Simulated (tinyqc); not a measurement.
From I_sub/I_D back to ionisation field B_i: lateral field, substrate current, probability of reaching the oxide barrier and hot-carrier lifetime of a silicon transistor (pseudo-two-dimensional and lucky-electron models). Computed by tinyqc, a small Python program. Command: `OMP_NUM_THREADS=1 python tinyqc.py 3016790 3016791 out.jsonl hotcar inv`. One thread of a shared host (Intel(R) Xeon(R) Processor @ 2.30GHz), about 0.01 s of CPU time with the checks.

Local-field models: a lucky carrier gains its energy at the peak field over a path free of collisions. Voltages are magnitudes.

Inputs (values chosen for the exercise, modelled on a silicon p-channel):
```
quantity                             value                      unit
channel length L                      1200                        nm
oxide thickness t                       27                        nm
junction depth x_j                     410                        nm
mobility mu                            140                cm^2/(V s)
saturation velocity v_s               0.74                  1e7 cm/s
threshold voltage V_T                 0.75                         V
gate voltage V_G                       7.2                         V
drain voltage V_D                       11                         V
ionisation prefactor A_i           7.5e+06                      1/cm
hot-carrier mean free path lambda      5.1                        nm
oxide barrier phi_b                    4.6                        eV
interface-trap threshold phi_it        4.5                        eV
lifetime constant H                    200  s microampere/micrometre
```

Drain: abrupt.

Constants: eps_0 = 8.8541878128e-12 F/m.

Method:
- C_ox = 3.9 eps_0/t; F_sat = 2 v_s/mu; V_Dsat = V_ov F_sat L/(V_ov + F_sat L), V_ov = V_G - V_T; I_D/W = C_ox v_s (V_ov - V_Dsat).
- Scale length l = 0.22 t^(1/3) x_j^(1/2) (all in cm); F_m = sqrt(((V_D - V_Dsat)/l_e)^2 + F_sat^2), with l_e = l; length of the velocity-saturated region l_e ln((V_D - V_Dsat)/(l_e F_sat) + F_m/F_sat).
- Substrate current I_sub/I_D = (A_i/B_i)(V_D - V_Dsat) exp(-B_i/F_m); probability of reaching the oxide barrier exp(-phi_b/(e lambda F_m)); lifetime tau = (H/(I_D/W)) exp(phi_it/(e lambda F_m)).

Question. A run gave the result below. Find the ionisation field B_i, known to lie between 2.3 and 5 MV/cm.

I_sub/I_D = 0.0005154004

Answer.

Each step takes the trial c = (a f_b - b f_a)/(f_b - f_a), f being the result less the target and a, b, c the logarithms of the listed values; c replaces end b, the old b replaces a if the sign of f changed, and otherwise f_a is halved.

Scan of the range:
```
ionisation field B_i (MV/cm)    I_sub/I_D
2.30                          3.60100e-02
2.62                          1.29549e-02
2.98                          4.17520e-03
3.39                          1.17036e-03
3.86                          2.77278e-04
4.39                          5.56395e-05
5.00                          8.92007e-06
```

False position (Illinois rule, in the logarithm of the input) inside the bracket:
```
step    end a    end b    trial    I_sub/I_D
1     3.39000  3.86000  3.72866  4.13963e-04
2     3.39000  3.72866  3.64563  5.33654e-04
3     3.72866  3.64563  3.65817  5.13552e-04
4     3.64563  3.65817  3.65702  5.15371e-04
5     3.64563  3.65702  3.65698  5.15429e-04
6     3.65702  3.65698  3.65700  5.15400e-04
7     3.65698  3.65700  3.65700  5.15400e-04
```

I_sub/I_D falls at every point of a 13-point scan of the range (every second point is shown), so one value fits; it is bracketed by 3.39 and 3.86. Answer: ionisation field B_i = 3.657 MV/cm.
